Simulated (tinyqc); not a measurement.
Coherent potential approximation for a binary alloy with a semi-elliptic band: sweeps and comparisons. A value that a table varies takes the place of the one given here.

Site levels eA = -x d (share 1 - x) and eB = (1 - x) d (share x), so that their mean, the virtual crystal, is 0. Pure band: G0(z) = 2 (z - sqrt(z - W) sqrt(z + W))/W^2 with principal roots, density -Im G/pi per site. The medium has a self-energy S(z), G = G0(z - S), z = E + i eta. t_i = (e_i - S)/(1 - (e_i - S) G); the CPA demands <t> = (1 - x) tA + x tB = 0. Iteration: start at S = 0, set S(new) = S + <t>/(1 + <t> G), stop when |<t>| < 1e-9 eV.

Values chosen for the exercise:
- W = 3.5 eV (half width of the pure band)
- x = 0.25 (fraction of B)
- d = 5.35 eV (eB - eA)
- eta = 0.07 eV (broadening)
- E1 = -4.8 eV (first energy)
- dE = 0.88 eV (step)
- E = -0.54 eV (energy)

## Virtual crystal, CPA and unmixed bands

Fifteen energies E1 + j dE. Virtual crystal: G0(z). Unmixed: (1 - x) G0(z - eA) + x G0(z - eB), the limit of large separate grains.

Densities (1/eV) and self-energy (eV):
```
E (eV)  virtual crystal     CPA  unmixed     Re S     Im S
-4.80            0.0017  0.0050   0.0223  -0.8347  -0.0153
-3.92            0.0044  0.0888   0.0895  -0.9814  -0.1710
-3.04            0.0868  0.1321   0.1166  -1.0309  -0.2860
-2.16            0.1396  0.1515   0.1301  -1.0937  -0.3820
-1.28            0.1657  0.1558   0.1340  -1.1816  -0.4736
-0.40            0.1771  0.1460   0.1293  -1.3157  -0.5624
0.48             0.1766  0.1182   0.1182  -1.5503  -0.6299
1.36             0.1640  0.0468   0.1131  -2.1248  -0.4584
2.24             0.1362  0.0046   0.0478  -6.6792  -0.9736
3.12             0.0792  0.0565   0.0447   4.3543  -4.7887
4.00             0.0039  0.0887   0.0455   2.8639  -2.4185
4.88             0.0016  0.0877   0.0437   2.5373  -1.4576
5.76             0.0009  0.0552   0.0389   2.3696  -0.6813
6.64             0.0006  0.0025   0.0295   1.6503  -0.0476
7.52             0.0005  0.0010   0.0055   1.2442  -0.0229
```

d/W = 1.53. CPA and virtual crystal differ by at most 0.132 1/eV, at 2.24 eV, against a peak of 0.182 for the pure band. |Im S| is largest at 3.12 eV (Im S = -4.789 eV); where the density is near zero this is no damping of states. The CPA density has a dip at 2.24 eV (0.0046): the band is parting, or has parted, into an A-like and a B-like subband (in a true gap only the tail of eta remains), which no virtual crystal can show.

## Bowing of the band edge from disorder

For eta = 0 the CPA reads G = (1 - x)/(y - eA) + x/(y - eB) with y = E - W^2 G/4; the lower edge is the maximum of E(y) = y + W^2 G(y)/4 for y < eA. The virtual crystal puts it at -W. Second order: -W - 2 x (1 - x) d^2/W, from S = x (1 - x) d^2 G0(-W), G0(-W) = -2/W.

Lower edge (eV):
```
x        edge  edge + W  second order  (edge + W)/(x (1 - x))
0.05  -3.7006   -0.2006       -0.7769                 -4.2227
0.10  -3.8991   -0.3991       -1.4720                 -4.4340
0.25  -4.4800   -0.9800       -3.0667                 -5.2267
0.40  -5.0335   -1.5335       -3.9254                 -6.3897
0.50  -5.3819   -1.8819       -4.0889                 -7.5277
0.60  -5.7076   -2.2076       -3.9254                 -9.1985
0.75  -6.1307   -2.6307       -3.0667                -14.0304
0.90  -6.3878   -2.8878       -1.4720                -32.0866
0.95  -6.3711   -2.8711       -0.7769                -60.4437
```

second-order coefficient = -16.3557 eV

Disorder pushes the edge below the virtual crystal, most at x = 0.9 (-2888 meV). The coefficient runs from -4.223 at x = 0.05 to -60.444 eV at 0.95, against -16.356 in second order, which is only a guide at d/W = 1.53: it depends strongly on x and is largest in size where the low-lying A atoms are dilute and act as attractive impurities. For d above W/2 they bind a level, and the ratio then measures that level rather than bowing.

## When the band splits

x as given, d varied, eta as given. The density is taken at E = (eA + eB)/2 and at E = eA + eB = (1 - 2x) d, where S has its pole for well split bands; a gap shows as a density of the size of the broadening tail.

Between the two levels:
```
d/W  d (eV)  density at the midpoint (1/eV)  density at (1 - 2x) d (1/eV)  Im S at the midpoint (eV)
0.2    0.70                          0.1755                        0.1747                     -0.051
0.4    1.40                          0.1672                        0.1636                     -0.198
0.6    2.10                          0.1546                        0.1432                     -0.410
0.8    2.80                          0.1393                        0.1090                     -0.612
1.0    3.50                          0.1222                        0.0420                     -0.731
1.2    4.20                          0.1021                        0.0218                     -0.742
1.5    5.25                          0.0569                        0.0098                     -0.521
2.0    7.00                          0.0034                        0.0036                     -0.170
```

The midpoint density falls from 0.175 to 0.0034 1/eV; it first drops below a tenth of the pure peak (0.018) at d/W = 2. At (1 - 2x) d the density drops below that mark at d/W = 1.5, so the bands have parted by then (this mark lags the true splitting), and is least, 0.0036, at d/W = 2. For x = 1/2 the two coincide and the band splits at d = W exactly; here x = 0.25. The size of Im Sigma at the midpoint is largest at d/W = 1.2. It is a lifetime only where the density there is finite; for well separated bands, d/W above 1/(2 sqrt(x (1 - x))), S has a pole in the gap at (1 - 2x) d.

## What each parameter does

Converged values at E. Each row changes one parameter from the base and keeps the others.

Results:
```
case           Re S (eV)  Im S (eV)  density (1/eV)
base             -1.2898    -0.5488          0.1485
W = 3.85 eV      -1.2495    -0.5915          0.1367
x = 0.3          -1.6171    -0.7258          0.1371
d = 5.885 eV     -1.4679    -0.5602          0.1459
eta = 0.14 eV    -1.2826    -0.5612          0.1452
E = -0.19 eV     -1.3591    -0.5822          0.1413
```

The largest shifts from the base row, up to three for each result and ties (the steps differ in size, so this ranks the rows, not the parameters). Re S (eV): x -0.3273, d -0.1782, E -0.0694. Im S (eV): x -0.1771, W -0.0427, E -0.0334. density (1/eV): W -0.0119, x -0.0115, E -0.0073.

tinyqc: `OMP_NUM_THREADS=1 python tinyqc.py 1450054 1450055 out.jsonl`; about 0.01 s, one thread, shared Intel(R) Xeon(R) Processor @ 2.30GHz.
